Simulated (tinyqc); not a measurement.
One anharmonic mode: perturbation theory, self-consistent phonons and exact levels. Changing the temperature T. Computed by tinyqc, a small Python program. Command: `OMP_NUM_THREADS=1 python tinyqc.py 3006461 3006462 out.jsonl scp sweep`. One thread of a shared host (Intel(R) Xeon(R) Processor @ 2.30GHz), about 0.08 s of CPU time with the checks.

V(x) = k x^2/2 + b x^4 for one coordinate x of mass M. A constant K > 0 gives hbar Omega = sqrt((hbar^2/u) K/M) with K in eV/angstrom^2 and M in u.

Inputs (values chosen for the exercise, for a model mode):
```
quantity             value           unit
mode mass M            108              u
harmonic constant k  0.693  eV/angstrom^2
quartic constant b      18  eV/angstrom^4
mixing                 0.5              -
```

Shape: single well.

Constants: hbar^2/u = 4.18015928e-03 eV angstrom^2; k_B = 8.617333262e-05 eV/K.

Method:
- Self-consistent phonon, centred at x = 0: K = k + 12 b <x^2>, <x^2> = (hbar Omega/(2K)) coth(hbar Omega/(2 k_B T)).
- Start at K = |k|; K(new) = K + mixing x (K_out - K), but at least K/20; stop when |K_out - K| < 1e-9 |k| or after 90 steps.
- Its free energy is F = k_B T ln[2 sinh(hbar Omega/(2 k_B T))] + (k - K)<x^2>/2 + 3 b <x^2>^2, an upper bound to the exact one.
- Basis: oscillator states n of the constant |k|, with x = s (a + a+), s^2 = hbar Omega/(2|k|); H = hbar Omega (n + 1/2) + (k - |k|) x^2/2 + b x^4, with exact matrix elements of x^2 and x^4.
- Exact values use 120 basis states: F = -k_B T ln sum exp(-E_n/(k_B T)), and <x^2> is the Boltzmann mean.

One run for each value; columns: (1) temperature T (K); (2) self-consistent quantum (meV); (3) self-consistent <x^2> (angstrom^2); (4) exact <x^2> (angstrom^2); (5) self-consistent free energy (meV); (6) exact free energy (meV):
```
(1)     (2)       (3)       (4)     (5)     (6)
3.9   7.054  0.002743  0.002780   3.121   3.108
5.8   7.054  0.002743  0.002780   3.121   3.108
8.6   7.054  0.002744  0.002780   3.121   3.108
13.0  7.059  0.002752  0.002789   3.119   3.106
19.0  7.089  0.002803  0.002847   3.099   3.084
28.0  7.192  0.002979  0.003046   2.991   2.972
42.0  7.421  0.003378  0.003500   2.595   2.560
63.0  7.785  0.004042  0.004256   1.533   1.462
93.0  8.257  0.004946  0.005294  -0.731  -0.865
```

Over the rows, self-consistent quantum (meV) rises from 7.05 to 8.26; self-consistent <x^2> (angstrom^2) rises from 0.00274 to 0.00495; exact <x^2> (angstrom^2) rises from 0.00278 to 0.00529. At the low end the exponent of self-consistent quantum is 0.00, close to 0: zero-point motion sets the spread, or the mode is nearly harmonic. Heating widens the self-consistent distribution, and the quartic term then stiffens the mode: the way a soft mode is stabilised at high temperature.

Extremes, crossings and ranges named in words are read from the listed rows.
